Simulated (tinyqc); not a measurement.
Raising U: Hubbard chain of 2 sites, mean field against exact. Computed by the program tinyqc. 

one-body matrix (hopping and site energies) (eV):
```
         1        2
1   0.0000  -0.6900
2  -0.6900   0.0000
```

electrons, up and down: 1  1

Collinear unrestricted mean field (the lowest of 40 random starts) against exact diagonalisation.

Exact and mean-field results (eV):
```
U          U/t   E exact  E mean field  mean |n_up - n_down|  double occupancy, exact  first gap in the sector
0.340    0.493  -1.22043      -1.21000                 0.000                    0.219                    1.220
0.690    1.000  -1.07747      -1.03500                 0.000                    0.189                    1.077
1.380    2.000  -0.85289      -0.69000              5.18e-04                    0.138                    0.853
2.070    3.000  -0.69000      -0.46000                 0.745                    0.100                    0.690
2.760    4.000  -0.57161      -0.34500                 0.866                    0.073                    0.572
4.140    6.000  -0.41783      -0.23000                 0.943                    0.042                    0.418
5.520    8.000  -0.32577      -0.17250                 0.968                    0.026                    0.326
8.280   12.000  -0.22394      -0.11500                 0.986                    0.013                    0.224
13.800  20.000  -0.13665      -0.06900                 0.995                 4.85e-03                    0.137
```

In absolute terms mean field is worst at U/t = 3.0, 0.230 eV too high: at small U it is nearly exact, and at large U it misses only exchange-scale energies. For the symmetric dimer the instability lies at U = 2t. Its local moments set in at U/t = 3.0 of those listed, a broken symmetry that the exact state of a finite cluster with equal spins does not have. Relative to the exact energy its error is 0.9 % at the smallest U, 50 % at most and 50 % at the largest. The double occupancy falls from 0.219 to 0.005; at the largest U the first gap is 0.99 times the exchange scale 4t^2/U.
